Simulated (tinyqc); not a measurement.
# Worked calculation: on-chip power grid, static voltage drop by conjugate gradients

Computed by the program tinyqc: `OMP_NUM_THREADS=1 python tinyqc.py 2770109 2770110 out.jsonl`, one thread of a shared Intel Xeon 2.30GHz, about 0.1 s for the whole run. Printed values are rounded.

A grid of 3 rows and 4 columns, node k = 4 row + column. Neighbours in a row are joined by Rx, in a column by Ry; pad nodes, which reach the supply through Rp: 0, 8. Each node draws I0, node 10 draws kh I0. The drops u = Vdd - V solve G u = i, with G the conductance matrix (1/Rp added on the diagonal at pad nodes).

Inputs (values chosen for the exercise):
- Vdd = 0.7 V (supply voltage)
- Rx = 0.2 ohm (resistance of a horizontal segment)
- Ry = 0.88 ohm (resistance of a vertical segment)
- Rp = 0.21 ohm (resistance from a pad node to the supply)
- I0 = 1.6 mA (load current of an ordinary node)
- kh = 8 (factor on the load at the hot node)

## Diagonal of G, loads and first direction

G_kk = sum of the conductances at node k. Start u = 0, so the residual is r = i; p = r.

G_kk (S):
```
          col 0     col 1     col 2     col 3
row 0  10.89827  11.13636  11.13636  6.136364
row 1  7.272727  12.27273  12.27273  7.272727
row 2  10.89827  11.13636  11.13636  6.136364
```

r at the start (mA):
```
       col 0  col 1  col 2  col 3
row 0    1.6    1.6    1.6    1.6
row 1    1.6    1.6    1.6    1.6
row 2    1.6    1.6   12.8    1.6
```

p at the start (mA):
```
       col 0  col 1  col 2  col 3
row 0    1.6    1.6    1.6    1.6
row 1    1.6    1.6    1.6    1.6
row 2    1.6    1.6   12.8    1.6
```

## Iteration 1: conjugate-gradient step

u at the start (mV):
```
       col 0  col 1  col 2  col 3
row 0      0      0      0      0
row 1      0      0      0      0
row 2      0      0      0      0
```

q = G p; a = (r.r)/(p.q); u(new) = u + a p; r(new) = r - a q; b = (r.r)(new)/(r.r); p(new) = r(new) + b p.

q (mA S):
```
        col 0     col 1     col 2     col 3
row 0  7.6190    0.0000    0.0000    0.0000
row 1  0.0000    0.0000  -12.7273    0.0000
row 2  7.6190  -56.0000  124.7273  -56.0000
```

a = 0.1350851 ohm

u after iteration 1 (mV):
```
          col 0     col 1     col 2     col 3
row 0  0.216136  0.216136  0.216136  0.216136
row 1  0.216136  0.216136  0.216136  0.216136
row 2  0.216136  0.216136  1.729089  0.216136
```

r after iteration 1 (mA):
```
          col 0     col 1      col 2     col 3
row 0  0.570780  1.600000   1.600000  1.600000
row 1  1.600000  1.600000   3.319265  1.600000
row 2  0.570780  9.164765  -4.048794  9.164765
```

b = 1.101082

p after iteration 1 (mA):
```
         col 0     col 1     col 2     col 3
row 0  2.33251   3.36173   3.36173   3.36173
row 1  3.36173   3.36173   5.08100   3.36173
row 2  2.33251  10.92650  10.04505  10.92650
```

## Iteration 2: conjugate-gradient step

As before.

q (mA S):
```
           col 0      col 1     col 2      col 3
row 0    4.79153    5.14610  -1.95371    0.00000
row 1    2.33914  -17.19265  13.50539  -17.19265
row 2  -33.03230   55.97347  -3.17348   13.00355
```

a = 0.3368780 ohm

u after iteration 2 (mV):
```
          col 0     col 1     col 2     col 3
row 0  1.001908  1.348629  1.348629  1.348629
row 1  1.348629  1.348629  1.927812  1.348629
row 2  1.001908  3.897032  5.113045  3.897032
```

r after iteration 2 (mA):
```
          col 0     col 1     col 2    col 3
row 0  -1.04338  -0.13361   2.25816  1.60000
row 1   0.81200   7.39182  -1.23040  7.39182
row 2  11.69863  -9.69147  -2.97972  4.78415
```

b = 1.810561

p after iteration 2 (mA):
```
          col 0     col 1     col 2     col 3
row 0   3.17977   5.95301   8.34478   7.68662
row 1   6.89862  13.47844   7.96905  13.47844
row 2  15.92179  10.09162  15.20746  24.56725
```

## Course of the conjugate-gradient iteration

Stop when |r| is below 1e-9 mA.

Course of the iteration:
```
iteration  largest u (mV)  |r| (mA)
1                1.729089      14.5
2                5.113045      19.6
3                7.049122      11.8
4                8.150478      13.1
5                8.658016      6.92
6                8.557733      5.72
7                8.417795      3.72
8                8.406836      1.38
9                8.453502     0.699
10               8.473095     0.287
11               8.472850   5.40e-3
12               8.473243   < 1e-11
```

Converged in 12 iterations for 12 unknowns; in exact arithmetic the method needs at most 12. The condition number of the matrix is 50.0. Gauss-Seidel sweeps in node order need 259 to reach the same residual.

## Worst drop, pad currents and power lost

converged u (mV):
```
          col 0     col 1     col 2     col 3
row 0  2.848960  4.646677  5.774836  6.318366
row 1  5.469503  6.184732  6.939208  7.301895
row 2  3.535040  6.142094  8.419458  8.473243
```

Pad current u/Rp; worst drop as a share of Vdd; power lost in the grid and pads sum_k i_k u_k; power delivered sum_k i_k (Vdd - u_k).

worst drop = 8.473243 mV
share of Vdd = 1.210463 %
pad currents (mA): node 0 13.56648, node 8 16.83352
power lost = 0.2095844 mW
power delivered = 21.07042 mW

The pad currents add up to the total load, 30.40 mA. The worst drop is at node 11, not at the hot node.
